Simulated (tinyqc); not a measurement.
Inside a calculation. Model: global model of a low-pressure process discharge: electron temperature, density, ion flux and ion energy. Computed by tinyqc, a small Python program that keeps every step. Command: `OMP_NUM_THREADS=1 python tinyqc.py 3113702 3113703 out.jsonl plasma walk`. One thread of a shared host (Intel(R) Xeon(R) Processor @ 2.30GHz), about 0.01 s of CPU time with the checks. Intermediate numbers are printed to about 6 digits and carried at full precision; extremes and crossings named in words are read from the listed rows.

Maxwellian electrons with temperature T_e in eV, one positive ion, no negative ions, uniform bulk density n; rate constants have the Arrhenius form.

Inputs (values chosen for the exercise, of the order of those of an inductive discharge in a simple atomic gas):
```
quantity                     value   unit
ion mass M                      40      u
ionisation prefactor K0    4.2e-14  m^3/s
ionisation energy E_iz        12.8     eV
ion-neutral cross section  7.4e-19    m^2
pressure p                     1.8     Pa
gas temperature T_g            500      K
radius R                        23     cm
height L                        11     cm
mixing                           1      -
```

Constants: k_B = 1.380649e-23 J/K; e = 1.602176634e-19 C; u = 1.6605390666e-27 kg.

## Geometry factors

n_g = p/(k_B T_g); lambda_i = 1/(n_g sigma); h_L = 0.86/sqrt(3 + L/(2 lambda_i)), h_R = 0.8/sqrt(4 + R/lambda_i); A_eff = 2 pi R^2 h_L + 2 pi R L h_R; d_eff = pi R^2 L/A_eff.

gas density n_g = 2.60747e+20 1/m^3

ion mean free path = 0.518262 cm

h_L = 0.233094

h_R = 0.115017

A_eff = 957.595 cm^2

d_eff = 19.0905 cm

## A fixed-point cycle for T_e

Particle balance: K0 exp(-E_iz/T_e) n_g d_eff = u_B, u_B = sqrt(e T_e/M). Cycle: T_out = T sqrt(loss/creation) with loss/creation = u_B/(K0 exp(-E_iz/T) n_g d_eff); T -> T + mixing (T_out - T), kept between 0.3 and 60 eV, from 3 eV; stop at |T_out - T| < 1e-9 eV or after 60 steps.

Course:
```
step   T (eV)  T_out (eV)  residual (eV)
0      3.0000       0.909         -2.091
1      0.9086      27.709         26.800
2     27.7087       2.183        -25.526
3      2.1829       1.357         -0.826
4      1.3569       4.462          3.106
5      4.4624       0.742         -3.721
6      0.7418     104.778        104.037
...       ...         ...            ...
53     5.0637       0.733         -4.331
54     0.7327     114.801        114.068
55    60.0000       5.064        -54.936
56     5.0637       0.733         -4.331
57     0.7327     114.801        114.068
58    60.0000       5.064        -54.936
59     5.0637       0.733         -4.331
```

last residual = 4.33101 eV

Not converged in 60 steps: the residual wanders without falling. The slope of T_out at the root is 5/4 - E_iz/(2 T_e), and the cycle needs |1 + mixing (slope - 1)| < 1.

Reruns converge with mixing = 0.3; or with mixing = 0.15.
